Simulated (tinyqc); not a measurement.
Thermal stress, cracking, delamination and buckling of a thin film; Griffith cracks and misfitting inclusions: one step, computed by the program tinyqc. Command: `OMP_NUM_THREADS=1 python tinyqc.py 3027564 3027565 out.jsonl filmcrack walk`. One thread of a shared host (Intel(R) Xeon(R) Processor @ 2.30GHz), about 0.01 s of CPU time with the checks.

Isotropic linear elasticity; the substrate is much thicker than the film; stress is positive in tension.

Question. Elastic mismatch. Dundurs alpha = (Ebar - Ebar_s)/(Ebar + Ebar_s), with Ebar_s = E_s/(1 - nu_s^2). The channel-crack factor is taken as g = 1.258 (1 - alpha)^(-0.7), a rough interpolation chosen for the exercise (1.258 is the value for matched materials).

Inputs (values chosen for the exercise, for a model film):

| quantity | value | unit |
|---|---|---|
| deposition temperature T_d | 650 | K |
| final temperature T | 300 | K |
| substrate Young's modulus E_s | 155 | GPa |
| substrate Poisson ratio nu_s | 0.22 | - |

Ebar = 8.32 GPa

Give: Dundurs alpha; factor g.

Answer.

Dundurs alpha = -0.90281

factor g = 0.80187

The stiffer substrate holds the crack faces and lowers the driving force.
